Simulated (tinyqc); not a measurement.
Hueckel theory of the pi electrons, for the molecule C1=CC2=CC=CC2=C1 (SMILES; centres numbered as the heavy atoms are written), step by step. Computed by tinyqc, a small Python program that keeps every step. Settings: charge = 0. Command: `OMP_NUM_THREADS=1 python tinyqc.py 28996 28997 out.jsonl` (the two numbers bound the seeds that draw the settings). One thread of a shared host (Intel(R) Xeon(R) Processor @ 2.60GHz), about 0.01 s of CPU time with the checks.

## The Hueckel matrix

Centres:
```
centre  z_r, pi electrons of the neutral centre         h
1C                                            1  0.000000
2C                                            1  0.000000
3C                                            1  0.000000
4C                                            1  0.000000
5C                                            1  0.000000
6C                                            1  0.000000
7C                                            1  0.000000
8C                                            1  0.000000
```

Bonds:
```
i  j  k
1  2  1
2  3  1
3  4  1
4  5  1
5  6  1
6  7  1
7  8  1
8  1  1
7  3  1
```

H_rr = alpha + h_r beta, H_rs = k_rs beta for bonded centres.

Hueckel matrix in units of beta (H = alpha + beta A), lower triangle:
```
          1C        2C        3C        4C        5C        6C        7C        8C
1C  0.000000
2C  1.000000  0.000000
3C  0.000000  1.000000  0.000000
4C  0.000000  0.000000  1.000000  0.000000
5C  0.000000  0.000000  0.000000  1.000000  0.000000
6C  0.000000  0.000000  0.000000  0.000000  1.000000  0.000000
7C  0.000000  0.000000  1.000000  0.000000  0.000000  1.000000  0.000000
8C  1.000000  0.000000  0.000000  0.000000  0.000000  0.000000  1.000000  0.000000
```

## Orbitals

pi electrons, sum of z_r less the charge = 8

Diagonalise; E = alpha + x beta with beta < 0, so the largest x are filled first; degenerate levels share their electrons. P = sum n_i c_ri c_si; each orbital has its largest coefficient positive (the first on a tie).

x values: 2.342923  1.414214  1.000000  0.470683  0.000000  -1.414214  -1.813607  -2.000000

occupations: 2.000000  2.000000  2.000000  2.000000  0.000000  0.000000  0.000000  0.000000

coefficients:
```
         MO1        MO2        MO3        MO4        MO5        MO6        MO7        MO8
1C  0.271394   0.500000   0.000000   0.512787   0.000000   0.500000   0.404221   0.000000
2C  0.317928   0.353553   0.408248   0.120680   0.500000  -0.353553  -0.366549  -0.288675
3C  0.473486   0.000000   0.408248  -0.455985   0.000000   0.000000   0.260555   0.577350
4C  0.317928  -0.353553   0.408248   0.120680  -0.500000   0.353553  -0.366549  -0.288675
5C  0.271394  -0.500000   0.000000   0.512787   0.000000  -0.500000   0.404221   0.000000
6C  0.317928  -0.353553  -0.408248   0.120680   0.500000   0.353553  -0.366549   0.288675
7C  0.473486   0.000000  -0.408248  -0.455985   0.000000   0.000000   0.260555  -0.577350
8C  0.317928   0.353553  -0.408248   0.120680  -0.500000  -0.353553  -0.366549   0.288675
```

charge and bond-order matrix P, lower triangle:
```
           1C         2C         3C         4C         5C        6C        7C        8C
1C   1.173210
2C   0.649887   0.814617
3C  -0.210643   0.524345   1.197556
4C  -0.057220   0.314617   0.524345   0.814617
5C   0.173210  -0.057220  -0.210643   0.649887   1.173210
6C  -0.057220  -0.352050  -0.142321   0.147950   0.649887  0.814617
7C  -0.210643  -0.142321   0.530889  -0.142321  -0.210643  0.524345  1.197556
8C   0.649887   0.147950  -0.142321  -0.352050  -0.057220  0.314617  0.524345  0.814617
```

## Energy, charges, bond orders

E = sum n x; q_r = z_r - P_rr; bond order p = P_rs; free valence = sqrt(3) - sum of p over the bonds of the atom.

pi energy = 8 alpha + this times beta = 10.455640

pi charges: 1C -0.173210, 2C 0.185383, 3C -0.197556, 4C 0.185383, 5C -0.173210, 6C 0.185383, 7C -0.197556, 8C 0.185383

Bond orders and lengths from R = 1.517 - 0.180 p (angstrom, C-C alone):
```
bond         p         R
1-2   0.649887  1.400020
2-3   0.524345  1.422618
3-4   0.524345  1.422618
4-5   0.649887  1.400020
5-6   0.649887  1.400020
6-7   0.524345  1.422618
7-8   0.524345  1.422618
8-1   0.649887  1.400020
7-3   0.530889  1.421440
```

free valence of the carbons: 1C 0.432276, 2C 0.557818, 3C 0.152471, 4C 0.557818, 5C 0.432276, 6C 0.557818, 7C 0.152471, 8C 0.557818

gap between the highest filled and the next level = 0.470683 |beta|
